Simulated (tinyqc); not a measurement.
Worked calculation: plane-wave Kohn-Sham cycle with exchange-only LDA in a layered model solid. One step of it, computed by the program tinyqc.

Question. Iteration 1: levels at that k. Diagonalise the Hermitian matrix.

H (hartree), order -2, -1, +0, +1, +2:
$$\begin{pmatrix}
0.225268 & -0.100000 & 0.000000 & 0.000000 & 0.000000 \\
-0.100000 & -0.100931 & -0.100000 & 0.000000 & 0.000000 \\
0.000000 & -0.100000 & -0.189895 & -0.100000 & 0.000000 \\
0.000000 & 0.000000 & -0.100000 & -0.041622 & -0.100000 \\
0.000000 & 0.000000 & 0.000000 & -0.100000 & 0.343886
\end{pmatrix}$$

Give: eigenvalues.

Answer.

eigenvalues (hartree): [-0.2912, -0.1026, 0.0058, 0.2553, 0.3694]
